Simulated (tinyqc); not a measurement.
What each parameter does: two-band massive Dirac model of the K valleys.

Basis (conduction, valence): H = [[D/2, a t (tau kx - i ky)], [a t (tau kx + i ky), -D/2 + lam tau sz]], valley tau = +/-1, spin sz = +/-1. The gap of a spin and valley is G = D - lam tau sz. Berry curvature Omega = curl of i<u|grad u>; for the conduction band Omega_c = -tau 2 a^2 t^2 G/(G^2 + 4 a^2 t^2 k^2)^(3/2), and Omega_v = -Omega_c.

Constants: hbar^2/2m0 = 3.80998211 eV angstrom^2.

Parameters, chosen for this exercise (near those used for monolayer MoS2; not measured data):
- a = 3.196 angstrom (lattice constant)
- D = 1.61 eV (gap parameter)
- t = 1.07 eV (effective hopping)
- lam = 0.077 eV (half the valence spin splitting)

Flavour tau = sz = +1 at k = 0: gap G, mass c G/(a t)^2 with c = hbar^2/2m0, Omega_c, and the B - A splitting 2 lam.

One parameter was then changed.

Results before and after:

| case | G (eV) | mass (m0) | Omega_c (angstrom^2) | B - A (eV) |
|---|---|---|---|---|
| base | 1.5330 | 0.4994 | -9.952 | 0.1540 |
| changed | 1.5330 | 0.6166 | -8.061 | 0.1540 |

Which of these changes was made? (a) lam = 0.1155 eV; (b) t = 0.963 eV; (c) D = 1.449 eV; (d) a = 3.2599 angstrom.

Answer: (b) t = 0.963 eV. Of the candidates, run in turn, only this one gives the changed row.

All candidates:

| case | G (eV) | mass (m0) | Omega_c (angstrom^2) | B - A (eV) |
|---|---|---|---|---|
| base | 1.5330 | 0.4994 | -9.952 | 0.1540 |
| a = 3.2599 angstrom | 1.5330 | 0.4801 | -10.354 | 0.1540 |
| D = 1.449 eV | 1.3720 | 0.4470 | -12.425 | 0.1540 |
| t = 0.963 eV | 1.5330 | 0.6166 | -8.061 | 0.1540 |
| lam = 0.1155 eV | 1.4945 | 0.4869 | -10.472 | 0.2310 |

The mass goes as G/(a t)^2 and the curvature as (a t)^2/G^2, so their product is -2c/G.

Program tinyqc; command `OMP_NUM_THREADS=1 python tinyqc.py 1450790 1450791 out.jsonl`; about 0.01 s on one thread of a shared Intel(R) Xeon(R) Processor @ 2.30GHz.
